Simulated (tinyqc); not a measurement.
Inside a calculation. Model: donor or exciton in a quantum well (variational effective-mass method). Computed by tinyqc, a small Python program that keeps every step. Command: `OMP_NUM_THREADS=1 python tinyqc.py 3031108 3031109 out.jsonl welldonor walk`. One thread of a shared host (Intel(R) Xeon(R) Processor @ 2.30GHz), about 0.06 s of CPU time with the checks. Intermediate numbers are printed to about 7 digits and carried at full precision; extremes and crossings named in words are read from the listed rows.

H = -nabla^2 - 2/|r - r_i| + V(z) in effective units; trial function psi = f(z) exp(-|r - r_i|/lambda), f the ground state of the well. Mass and screening are the same in well and barrier; l = L/a* is the width in effective units. Bands are flat: no polarisation or applied field.

Inputs (values chosen for the exercise, for a model semiconductor): electron mass m = 0.181 m_0; dielectric constant eps = 6.9; well width L = 5.7 nm; trial radius lambda = 0.49 a*; donor position z_i/L from the centre = 0.2.

Centre: donor. Barriers: infinite.

Constants: Ry = 13.605693123 eV; a_0 = 0.529177210903 angstrom; hbar^2/(2 m_0) = 3.80998212 eV angstrom^2.

## Effective units

Ry* = Ry m/eps^2, a* = a_0 eps/m; l = L/a*.

mass used = 0.181 m_0

Ry* = 51.72507 meV

a* = 2.017305 nm

l = 2.825551

## The subband

k = pi/l; f = cos(k z) inside and zero outside; subband energy k^2 Ry*.

k = 1.111851 1/a*

subband energy = 63.94320 meV

## Binding at the trial radius

Binding E_b(lambda) = -1/lambda^2 + 4 A/(lambda B), with A = int f^2 exp(-2 s/lambda) dz, B = int f^2 exp(-2 s/lambda)(1 + 2 s/lambda) dz and s = |z - z_i|; 40 Gauss-Legendre points on each piece between the walls at z = -l/2 and l/2 and z_i.

A = 0.3024908 a*

B = 0.5737645 a*

E_b(lambda) = 0.1387725 Ry*

## Best radius

Golden-section search for the maximum over lambda from 0.3 to 4, 40 steps.

best lambda = 1.059089 a*

binding in Ry* = 1.337424

binding energy = 69.17836 meV

radius lambda a* = 2.136505 nm

Confinement changes the binding by a factor 1.337 against the bulk value (limits: 4 in two dimensions, 1 inside a wide well).

## Binding against well width

Each row maximises over lambda (golden section, 0.3 to 4).

Against width:
```
L (nm)  lambda (a*)  binding (Ry*)  binding (meV)
0.85       0.734384       2.580503       133.4767
1.70       0.859989       2.072109       107.1800
3.10       0.978126       1.665527        86.1495
5.70       1.059089       1.337424        69.1784
10.00      1.053911       1.143430        59.1440
18.00      1.021108       1.050686        54.3468
```

The binding is largest in the narrowest well, 2.581 Ry* at 0.85 nm, on the way to 4. In the widest well it is 1.051 Ry*. In the narrow rows the confinement energy passes real barrier heights: infinite walls and a parabolic band fail, and with real barriers the binding peaks and falls.

## Binding against position

The formulas are those given above.

Against position:
```
z_i/L  lambda (a*)  binding (Ry*)  binding (meV)
0.0       1.005173       1.557151       80.54376
0.1       1.014357       1.501876       77.68462
0.2       1.059089       1.337424       69.17836
0.3       1.207005       1.087945       56.27402
0.4       1.533993       0.842674       43.58737
0.5       1.914896       0.677352       35.03610
```

From the centre to the wall the binding falls from 80.544 to 35.036 meV, 43 % of the centre value, since the walls keep the electron away from an off-centre ion; uniform doping thus gives a band of levels 45.508 meV wide, with a peak in its density at the centre value, where the slope vanishes.

Checks made by the program: the two-dimensional limit, 4 Ry* (relative difference 2e-03).
